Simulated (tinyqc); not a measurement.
Changing the shear modulus G: estimate of lattice thermal conductivity from elastic moduli (Slack, Klemens and Cahill formulas). Computed by tinyqc, a small Python program. Command: `OMP_NUM_THREADS=1 python tinyqc.py 3025266 3025267 out.jsonl slack sweep`. One thread of a shared host (Intel(R) Xeon(R) Processor @ 2.30GHz), about 0.01 s of CPU time with the checks.

An isotropic solid.

Inputs (values chosen for the exercise, for a model crystal):

| quantity | value | unit |
|---|---|---|
| bulk modulus B | 26.3 | GPa |
| volume per atom V | 22.2 | angstrom^3 |
| mean atomic mass M | 70.9 | u |
| atoms per primitive cell n | 8 | - |
| temperature T | 700 | K |
| disorder parameter Gamma | 0.16 | - |
| grain size d | 460 | nm |

Grueneisen parameter: from the Poisson ratio.

Constants: u = 1.6605390666e-27 kg; hbar = 1.054571817e-34 J s; k_B = 1.380649e-23 J/K; h = 6.62607015e-34 J s.

Method:
- rho = M/V; vL = sqrt((B + 4G/3)/rho), vT = sqrt(G/rho); v_m = [(vL^-3 + 2 vT^-3)/3]^(-1/3); Poisson ratio sigma = (3B - 2G)/(6B + 2G); Theta = hbar v_m (6 pi^2/V)^(1/3)/k_B.
- Empirical rule gamma = (3/2) (1 + sigma)/(2 - 3 sigma).
- Slack, an estimate for T near or above Theta_a: kappa = A M Theta_a^3 delta n^(1/3)/(gamma^2 T) in W/(m K), with M in u, delta = V^(1/3) in angstrom, Theta_a = Theta n^(-1/3) and A = 2.43e-6/(1 - 0.514/gamma + 0.228/gamma^2).
- High-temperature forms with the classical heat capacity. Klemens: kappa/kappa_0 = arctan(u)/u, u^2 = pi^2 Theta V Gamma kappa_0/(h v_m^2). Grains: 1/kappa_poly = 1/kappa + 1/(C v_m d/3), C = 3 k_B/(n V), the acoustic branches alone.
- Cahill minimum: kappa_min = (pi/6)^(1/3) k_B V^(-2/3) sum over L, T, T of v (T/Theta_i)^2 int_0^(Theta_i/T) x^3 e^x/(e^x - 1)^2 dx, Theta_i = Theta v_i/v_m (64 Gauss-Legendre points).
- Its high-temperature limit is (1/2) (pi/6)^(1/3) k_B V^(-2/3) (vL + 2 vT).

One run for each value:

| shear modulus G (GPa) | Poisson ratio sigma | Debye temperature Theta (K) | kappa of the perfect crystal (W/(m K)) | Grueneisen parameter gamma | kappa_min (W/(m K)) |
|---|---|---|---|---|---|
| 3.94 | 0.42866 | 103.76 | 0.0251 | 3.0013 | 0.29219 |
| 11.80 | 0.30485 | 176.61 | 0.3732 | 1.8032 | 0.40652 |
| 15.80 | 0.24974 | 202.99 | 0.8489 | 1.4987 | 0.45121 |
| 19.70 | 0.20030 | 225.41 | 1.6199 | 1.2869 | 0.49025 |
| 23.70 | 0.15351 | 246.04 | 2.8197 | 1.1239 | 0.52690 |
| 27.60 | 0.11127 | 264.45 | 4.4756 | 1.0004 | 0.56004 |
| 31.60 | 0.07104 | 281.97 | 6.7513 | 0.8991 | 0.59189 |

Give the missing row, shear modulus G (GPa) = 7.89.

Computed row; columns: (1) shear modulus G (GPa); (2) Poisson ratio sigma; (3) Debye temperature Theta (K); (4) kappa of the perfect crystal (W/(m K)); (5) Grueneisen parameter gamma; (6) kappa_min (W/(m K)):
```
(1)       (2)     (3)     (4)     (5)      (6)
7.89  0.36364  145.54  0.1290  2.2500  0.35597
```

Interpolating between the two neighbouring rows (the first column on a logarithmic scale, the others too where they are positive) misses most in kappa of the perfect crystal (W/(m K)), by 7.5 %. Over the rows, Poisson ratio sigma falls from 0.429 to 0.0710 (exponent d ln y / d ln x -0.24 between the first rows and -3.3 between the last); Debye temperature Theta (K) rises from 104 to 282 (exponent d ln y / d ln x about 0.48 throughout); kappa of the perfect crystal (W/(m K)) rises from 0.0251 to 6.75 (exponent d ln y / d ln x 2.4 between the first rows and 3.0 between the last). The two transverse branches rule v_m, so Theta follows sqrt(G) closely and the Slack value about G^(3/2); a stiffer shear response also lowers the Poisson ratio and with it gamma, which adds to the rise.

Caution (rows 3.94, 7.89, 11.8, 15.8): the estimate comes near or below kappa_min; the free path cannot fall under half a wavelength, so the true value levels off near kappa_min.
